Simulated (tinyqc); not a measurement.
Modulation-doped quantum well, Poisson-Schroedinger loop with local exchange and correlation: one step of the calculation.

A well of width L centred at z = 0 between barriers Vb; effective-mass electrons, parabolic bands. The electrons come from donor sheets outside the mesh, a share fL of Ns on the left and the rest on the right, so the structure is neutral. Energies are counted from the band edge of the well, with U = 0 on the first node in the Hartree part.

Problem. Fermi level and occupations. Level k holds N_k = D_k Vt ln(1 + exp((EF - E_k)/Vt)) with D = md m0 q/(pi hbar^2) per eV (spin included); EF is fixed by sum N_k = Ns.

Parameters, values chosen for the exercise; material values close to those of GaAs in InGaP:

| symbol | value | unit | meaning |
|---|---|---|---|
| T | 300 | K | temperature |
| md | 0.0663 | m0 | in-plane mass |
| Ns | 3.2e11 | cm^-2 | sheet density of electrons |

Constants: q = 1.602176634e-19 C, kB = 1.380649e-23 J/K, hbar = 1.054571817e-34 J s, m0 = 9.1093837015e-31 kg, Vt = kB T/q. Results are converted to the units shown.

levels (eV): E1 0.021439462, E2 0.083897108

Find: EF; N_k.

Solution.

EF = 0.003369 eV
N_k (cm^-2): E1 2.889e11, E2 3.109e10

Program tinyqc, `OMP_NUM_THREADS=1 python tinyqc.py 2140049 2140050 out.jsonl`; Intel Xeon 2.30GHz, shared host, one thread, about 0.3 s.
